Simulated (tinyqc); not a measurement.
Short-channel transistor, virtual-source model with series resistance: two steps of the calculation.

The current per gate width is the charge at the top of the source barrier (the virtual source) times its velocity times a saturation function; al and be are fitting constants of the model. Units: I in uA/um, Rs in ohm um, so I Rs = 1e-6 I Rs in volts; Q in uC/cm^2, so I = 1e-4 Q vx0 Fsat with vx0 in cm/s.

Parameters, values chosen for the exercise: temperature T = 300 K; inversion capacitance Cinv = 3.9 uF/cm^2; velocity at the virtual source vx0 = 2.58e7 cm/s; apparent mobility mu = 140 cm^2/(V s); channel length L = 32 nm; threshold at zero drain voltage VT0 = 0.319 V; drain-induced barrier lowering dl = 0.086 V/V; subthreshold factor n0 = 1.1; growth of n with drain voltage nd = 0.2 1/V; threshold shift (in units of Vt) from weak to strong inversion al = 3.5; sharpness of saturation be = 1.4; series resistance of each contact Rs = 150 ohm um; gate voltage Vgs = 1 V; drain voltage Vds = 1 V.

Constants: q = 1.602176634e-19 C, kB = 1.380649e-23 J/K, Vt = kB T/q. Results are converted to the units shown.

Task 1. Current through the series resistance. Intrinsic voltages Vg' = Vgs - I Rs, Vd' = Vds - 2 I Rs. n = n0 + nd Vd', VT = VT0 - dl Vd', Ff = 1/(1 + exp((Vg' - VT + al Vt/2)/(al Vt))), Q = Cinv n Vt ln(1 + exp((Vg' - VT + al Vt Ff)/(n Vt))), Vdsat = (vx0 L/mu)(1 - Ff) + Vt Ff, Fsat = u/(1 + u^be)^(1/be) with u = Vd'/Vdsat, and I(out) = Q vx0 Fsat per width. (Fsat takes the sign of u.) Newton step: I(new) = I + (I(out) - I)/(1 - s), s = dI(out)/dI by a central difference with +/- 0.001 uA/um.

I after iteration 1 = 2011.0415 uA/um

Give: Vg'; Vd'; VT; Ff; Q; Vdsat; Fsat; I(out); s; I after iteration 2.

Result 1.

Vg' = 0.6983 V
Vd' = 0.3967 V
VT = 0.2849 V
Ff = 0.006246
Q = 1.615 uC/cm^2
Vdsat = 0.5862 V
Fsat = 0.4884
I(out) = 2034 uA/um
s = -1.818
I after iteration 2 = 2019 uA/um

Task 2. What the series resistance costs. n = n0 + nd Vd', VT = VT0 - dl Vd', Ff = 1/(1 + exp((Vg' - VT + al Vt/2)/(al Vt))), Q = Cinv n Vt ln(1 + exp((Vg' - VT + al Vt Ff)/(n Vt))), Vdsat = (vx0 L/mu)(1 - Ff) + Vt Ff, Fsat = u/(1 + u^be)^(1/be) with u = Vd'/Vdsat, and I = Q vx0 Fsat per width. I0 is the current for Rs = 0. Effective velocity I/Q; transit time L Q/I.

converged I = 2019.3470 uA/um
I0 = 5840.2220 uA/um

Wanted: loss against I0; effective velocity; transit time.

Result 2.

loss against I0 = 65.42 %
effective velocity = 1.255e7 cm/s
transit time = 0.2550 ps

Program tinyqc, `OMP_NUM_THREADS=1 python tinyqc.py 2380127 2380128 out.jsonl`; Intel Xeon 2.30GHz, shared host, one thread, about 0.01 s.
